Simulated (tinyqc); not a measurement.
Metal-interlayer-semiconductor contact, depinning against tunnelling resistance: one step of the calculation.

Zero bias, n-type semiconductor. Gap states at the semiconductor surface thin out as exp(-be ti), which unpins the barrier; electrons must then cross the interlayer (a rectangular barrier, no voltage drop across it) and the parabolic depleted layer, both by WKB. Energies E are counted from the Fermi level; no image force, parabolic bands.

Question. Pinning, barrier and scales. S = 1/(1 + (1/S0 - 1) exp(-be ti)); phiB = S (phiM - chi) + (1 - S)(Eg - E0); xi = Ec - EF deep inside, from Nd = Nc F(-xi/Vt), F(x) = (2/sqrt(pi)) int_0^infinity sqrt(u) du/(1 + exp(u - x)); band bending U = phiB - xi; E00 = (hbar/2) sqrt(Nd/(eps0 eps_r mt m0)) in volts; A = 4 pi q mA m0 kB^2/h^3.

Parameters, values chosen for the exercise; semiconductor values close to those of germanium; interlayer mass of the order of that in strontium titanate, offset chosen freely: temperature T = 300 K; band gap Eg = 0.663 eV; relative permittivity eps_r = 15.9; electron affinity chi = 4.11 eV; conduction-band density of states at T Nc = 1.04e19 cm^-3; tunnelling mass in the semiconductor mt = 0.118 m0; Richardson mass mA = 1.12 m0; donor density Nd = 4.5e19 cm^-3; charge-neutrality level above the valence band E0 = 0.091 eV; pinning factor without interlayer S0 = 0.05; metal work function phiM = 3.91 eV; interlayer thickness ti = 0.6 nm; decay constant of gap states through the interlayer be = 4.1 1/nm.

Constants: q = 1.602176634e-19 C, kB = 1.380649e-23 J/K, eps0 = 8.8541878128e-12 F/m, hbar = 1.054571817e-34 J s, h = 6.62607015e-34 J s, m0 = 9.1093837015e-31 kg, Vt = kB T/q. Results are converted to the units shown.

Find: S; phiB; xi; U; E00; A.

Answer.

S = 0.38120
phiB = 0.27771 eV
xi = -0.075296 eV
U = 0.35301 eV
E00 = 0.090927 eV
A = 134.59 A/(cm^2 K^2)

tinyqc, about 0.04 s, one thread, Intel Xeon 2.30GHz (shared host): `OMP_NUM_THREADS=1 python tinyqc.py 2270145 2270146 out.jsonl`
